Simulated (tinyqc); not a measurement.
# Changing the grading rate (misfit per thickness) R_f

Model: kinetics of strain relaxation and threading dislocations in mismatched semiconductor layers. Computed by tinyqc, a small Python program. Command: `OMP_NUM_THREADS=1 python tinyqc.py 3013480 3013481 out.jsonl threading sweep`. One thread of a shared host (Intel(R) Xeon(R) Processor @ 2.30GHz), about 0.01 s of CPU time with the checks.

60-degree dislocations on {111} planes of a (001) layer, isotropic elasticity. The Schmid factor is 1/sqrt(6), and a misfit segment relieves strain with b/2.

Inputs (values chosen for the exercise, for a model layer):
```
quantity                               value         unit
misfit f                              0.0292            -
shear modulus G                         53.4          GPa
Poisson ratio nu                        0.31            -
Burgers vector b                           4     angstrom
glide activation energy Q               1.45           eV
velocity prefactor v0                   8200  m/s per MPa
growth temperature of the buffer T_g    1020            K
growth rate R_g                         0.26         nm/s
```

Constants: k_B = 8.617333262e-05 eV/K.

Method. In steady grading, strain is fed at R_f R_g and relieved at (b/4) rho v. As a glide-limited estimate, the driving stress is taken as the mean stress of the strained top zone, whose depth z solves R_f z/2 = e_eq(z), with strain R_f z at the surface; tau_g = S R_f z/2 is its mean; then rho = 4 R_f R_g/(b m tau_g), m = v0 exp(-Q/(k_B T_g)), S = (1/sqrt 6) 2 G (1 + nu)/(1 - nu), e_eq(z) = b (1 - nu/4) [ln(z/b) + 1]/(4 pi (1 + nu) z).

One run for each value; columns: (1) grading rate (misfit per thickness) R_f (1/micrometre); (2) thread density of the buffer (1/cm^2); (3) depth z of the strained zone (nm); (4) stress tau_g (MPa); (5) buffer thickness f/R_f (micrometre):
```
(1)        (2)    (3)    (4)    (5)
0.00050   12.7  883.2   18.3  58.40
0.00097   18.0  621.1   24.9  30.10
0.00190   25.8  434.2   34.1  15.37
0.00360   36.2  308.6   46.0   8.11
0.00690   51.4  217.8   62.2   4.23
0.01300   72.2  154.9   83.4   2.25
0.02600  105.0  106.6  114.7   1.12
0.05000  149.7   74.7  154.7   0.58
```

Describe and explain the trends.

Over the rows, thread density of the buffer (1/cm^2) rises from 12.7 to 150 (exponent d ln y / d ln x about 0.54 throughout); depth z of the strained zone (nm) falls from 883 to 74.7 (exponent d ln y / d ln x about -0.54 throughout); stress tau_g (MPa) rises from 18.3 to 155 (exponent d ln y / d ln x about 0.46 throughout). The exponent of thread density of the buffer stays between 0.53 and 0.54, near 0.50: the feed goes as R_f and the stress as its root, but for the logarithm. The exponent of depth z of the strained zone stays between -0.54 and -0.53, near -0.50: R_f z against 1/z, but for the logarithm.

Caution (all rows): real buffers seldom go below 1e5 /cm^2, as pile-ups and nucleation take over; this value is a lower bound.

Extremes, crossings and ranges named in words are read from the listed rows.
